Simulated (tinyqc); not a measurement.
Grain-boundary diffusion: Harrison regimes, Fisher and Le Claire analysis, Hart average: one step, computed by the program tinyqc.

A boundary is a slab of width delta with diffusivity D_b, normal to a surface held at constant concentration; it leaks into grains of diffusivity D.

Problem. Diffusivities. D = D0 exp(-E/(k_B T)), D_b = D0b exp(-E_b/(k_B T)). Triple product P = s delta D_b.

Inputs (values chosen for the exercise, for a model polycrystal):
```
quantity                          value   unit
lattice prefactor D0            9.8e-05  m^2/s
lattice activation energy E        4.05     eV
boundary prefactor D0b          3.1e-05  m^2/s
boundary activation energy E_b     2.32     eV
boundary width delta               0.57     nm
segregation factor s                  1      -
temperature T                      2000      K
```

Constants: k_B = 8.617333262e-05 eV/K.

Give: D; D_b; triple product P.

Solution.

D = 6.105e-15 m^2/s

D_b = 4.418e-11 m^2/s

triple product P = 2.518e-20 m^3/s
